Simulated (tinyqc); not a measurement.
Worked calculation: Tamm state at the end of a one-band chain. Values are carried at full precision from step to step, so a last printed digit may differ when a step is redone from the rounded ones.

A half-infinite chain with site energy 0 and hopping -t, band E = -2t cos(ka); the end site has energy D. The surface Green function of the unperturbed half chain is g = (E -/+ sqrt(E^2 - 4t^2))/(2t^2), the root with |t g| <= 1 and Im g <= 0, and with the shift G = g/(1 - D g).

Values chosen for the exercise: t = 1.54 eV (hopping); D = 2.2 eV (shift of the end site); a = 3.8 angstrom (spacing); N = 7 (sites); E = 0.09 eV (energy in the band).

## The bound state

Amplitudes z^n solve the chain for E = -t (z + 1/z); the end site demands z = -t/D, bound if |z| < 1. Then E = D + t^2/D, weight on the end site 1 - z^2, decay length -a/ln|z|.

z = -0.7000
E = 3.2780 eV
weight on the end site = 0.5100
decay length of the amplitude = 10.654 angstrom

The state lies 0.1980 eV above the band, and its amplitude alternates in sign from site to site.

## A finite chain

Write H for N sites.

H (eV), lower triangle:
```
        1       2       3       4       5       6  7
1   2.200
2  -1.540       0
3       0  -1.540       0
4       0       0  -1.540       0
5       0       0       0  -1.540       0
6       0       0       0       0  -1.540       0
7       0       0       0       0       0  -1.540  0
```

## Levels of the finite chain

Diagonalise; give the weight of each level on site 1.

levels (eV): -2.8073  -2.0365  -0.9009  0.4030  1.6491  2.6189  3.2739

weights on site 1: 0.0081  0.0309  0.0641  0.1009  0.1319  0.1363  0.5279

The split-off level differs from the half-infinite value by -4.055 meV, the pull of the far end.

## Local density of states in the band

Form g and G at E; the surface density is -Im G/pi, the bulk density 1/(pi sqrt(4t^2 - E^2)).

g = 0.0190-0.6491i 1/eV
G = -0.3073-0.2195i 1/eV

densities (1/eV): clean end 0.2066, shifted end 0.0699, bulk 0.1034

## Checks

- Pole of G, 1 - D g(E) = 0, at the bound level: both 1.00000.

Run: tinyqc, `OMP_NUM_THREADS=1 python tinyqc.py 1450802 1450803 out.jsonl`; Intel(R) Xeon(R) Processor @ 2.30GHz, one thread, shared host; about 0.01 s of CPU time with all checks.
